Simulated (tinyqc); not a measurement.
## Drift layer from breakdown voltage and on-resistance

Problem. An ideal drift layer with a triangular field at breakdown has BV = Ec W/2, N = eps0 eps_r Ec/(q W) and Ron = W/(q mu N). Find Ec, W and N.

Parameters, values chosen for the exercise:
```
symbol,value,unit,meaning
eps_r,9.65,,relative permittivity
mu,852,cm^2/(V s),electron mobility of the drift layer
```

Constants: q = 1.602176634e-19 C, eps0 = 8.8541878128e-14 F/cm where lengths are in cm. Results are converted to the units shown.

BV = 1219.8646 V
Ron = 0.41287984 mohm cm^2

Answer. Eliminating W and N gives Ron = 4 BV^2/(eps0 eps_r mu Ec^3), which yields Ec.

Ec = 2.71e3 kV/cm
W = 9.02 um
N = 1.60e16 cm^-3

Computed by the program tinyqc: `OMP_NUM_THREADS=1 python tinyqc.py 2120032 2120033 out.jsonl`, one thread of a shared Intel Xeon 2.30GHz, about 0.1 s for the whole run.
